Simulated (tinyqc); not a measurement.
Worked calculation: Holstein polaron on two sites. Computed by tinyqc, a small Python program that keeps every step. Command: `OMP_NUM_THREADS=1 python tinyqc.py 3028176 3028177 out.jsonl holstein walk`. One thread of a shared host (Intel(R) Xeon(R) Processor @ 2.30GHz), about 0.01 s of CPU time with the checks. Intermediate numbers are printed to about 6 digits and carried at full precision; extremes and crossings named in words are read from the listed rows.

One electron on sites 1 and 2: H = -t (c1+ c2 + c2+ c1) + hbar omega sum_i b_i+ b_i - g hbar omega sum_i n_i (b_i + b_i+). The symmetric phonon shifts the energy by -g^2 hbar omega/2 and drops out; with b = (b_1 - b_2)/sqrt(2) there remains H = -t sigma_x + hbar omega b+ b - (g hbar omega/sqrt(2)) sigma_z (b + b+). Parity splits it into blocks p = +1 and -1 over phonon numbers n. Zero-point energies are left out. Weights Z refer to mode b alone; the displaced symmetric mode multiplies the full zero-phonon weight by exp(-g^2/2).

Inputs (values chosen for the exercise, for a model dimer):
```
quantity                  value  unit
hopping t                    62   meV
phonon energy hbar omega   28.1   meV
coupling g                 1.54     -
phonon levels kept N          6     -
```

## Energy scales

Polaron binding energy E_p = g^2 hbar omega; ratio E_p/t (the adiabatic potential has two wells when it exceeds 1); adiabaticity hbar omega/t.

E_p = 66.64196 meV

E_p/t = 1.07487

hbar omega/t = 0.453226

## The even block in a small basis

Block p: H_nn = n hbar omega - p t (-1)^n - g^2 hbar omega/2, H_(n,n+1) = -(g hbar omega/sqrt(2)) sqrt(n + 1). Take p = +1 and n = 0..N-1.

H, even block (meV):
```
         1        2        3        4        5        6
1  -95.321  -30.599    0.000    0.000    0.000    0.000
2  -30.599   56.779  -43.274    0.000    0.000    0.000
3    0.000  -43.274  -39.121  -53.000    0.000    0.000
4    0.000    0.000  -53.000  112.979  -61.199    0.000
5    0.000    0.000    0.000  -61.199   17.079  -68.422
6    0.000    0.000    0.000    0.000  -68.422  169.179
```

## Levels in the small basis

Diagonalise H; the eigenvector has its largest component positive; Z is the weight of n = 0.

levels (meV): -103.055  -71.738  -24.284  74.608  142.928  203.117

lowest eigenvector: 0.944358  0.238694  0.213862  0.063093  0.037510  0.009428

Z in the small basis = 0.891812

## Converged results

Use 60 levels in both blocks; Z = c_0^2 is the weight of n = 0 in the ground state c; the splitting is the lowest odd level less the lowest even one, which without coupling is the smaller of 2t and hbar omega; <sigma_x> = sum (-1)^n c_n^2 measures the kinetic energy.

ground-state energy = -103.059 meV

weight Z of n = 0 in mode b = 0.891380

mean phonon number in b = 0.167798

splitting = 13.2106 meV

splitting/(2t) = 0.106537

<sigma_x> = 0.877656

The small basis misses the ground-state energy by 0.00387 meV. Mode b stays mostly in its zero-phonon state. Caution: with hbar omega below 2t the lowest odd level starts as a one-phonon state, so the splitting here is a softened phonon and not a narrowed hopping.

## Approximations to the ground state

Second order: E = -t - E_p/2 - (E_p/2) hbar omega/(hbar omega + 2t). Lang-Firsov: E = -E_p - t exp(-g^2). Variable displacement: E(x) = -E_p/2 - t exp(-g^2 x^2) - (E_p/2)(2x - x^2), minimised over 0 <= x <= 1. Adiabatic, classical lattice: E = -E_p/2 - t for E_p < t, else -E_p - t^2/(2 E_p); it leaves out the change of zero-point energy.

Ground-state energy (meV):
```
method                        E  E - exact
second order in g      -101.477     1.5821
Lang-Firsov             -72.428    30.6306
variable displacement  -101.705     1.3537
adiabatic, classical    -95.483     7.5764
```

best displacement x = 0.19937

Closest here is variable displacement (+1.35 meV), furthest Lang-Firsov (+30.63 meV), at hbar omega/t = 0.45 and E_p/t = 1.07. Lang-Firsov and variable displacement are variational and lie above the exact value.

Checks made by the program: 60 against 80 levels (relative difference below 1e-10); Hellmann-Feynman: dE/dt = -<sigma_x> (relative difference below 1e-10).
